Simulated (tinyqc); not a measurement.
Global model of a low-pressure process discharge: electron temperature, density, ion flux and ion energy: one step, computed by the program tinyqc. Command: `OMP_NUM_THREADS=1 python tinyqc.py 3114189 3114190 out.jsonl plasma walk`. One thread of a shared host (Intel(R) Xeon(R) Processor @ 2.30GHz), about 0.01 s of CPU time with the checks.

Maxwellian electrons with temperature T_e in eV, one positive ion, no negative ions, uniform bulk density n; rate constants have the Arrhenius form.

Task: Biased electrode. All bias power goes to ions: V_b = P_b/(J pi r^2). Debye length at the sheath edge lambda_D = sqrt(eps_0 T_e/(e h_L n)); Child-law sheath s = (sqrt2/3) lambda_D (2 V/T_e)^(3/4), V = V_b + V_s; ion transit time tau_i = 3 s sqrt(M/(2 e V)); collisions in the sheath s/lambda_i.

Inputs (values chosen for the exercise, of the order of those of an inductive discharge in a simple atomic gas):
```
quantity,value,unit
ion mass M,35.5,u
gas temperature T_g,600,K
bias power P_b,150,W
radius of the biased electrode,5,cm
bias frequency,27,MHz
```

ion current density J = 1.422121 mA/cm^2

T_e = 4.824160 eV

h_L = 0.3939289

plasma density n = 6.222730e+10 1/cm^3

wall potential V_s = 22.28722 V

ion mean free path = 3.114246 cm

Constants: eps_0 = 8.8541878128e-12 F/m; e = 1.602176634e-19 C; u = 1.6605390666e-27 kg.

Give: bias voltage V_b; lambda_D; sheath width s; ion transit time; transit time over bias period; s/lambda_i.

Result:

bias voltage V_b = 1343 V

lambda_D = 104.3 micrometre

sheath width s = 5.705 mm

ion transit time = 198.7 ns

transit time over bias period = 5.364

s/lambda_i = 0.1832

Ions take many periods to cross and see the mean voltage: a narrow energy distribution.
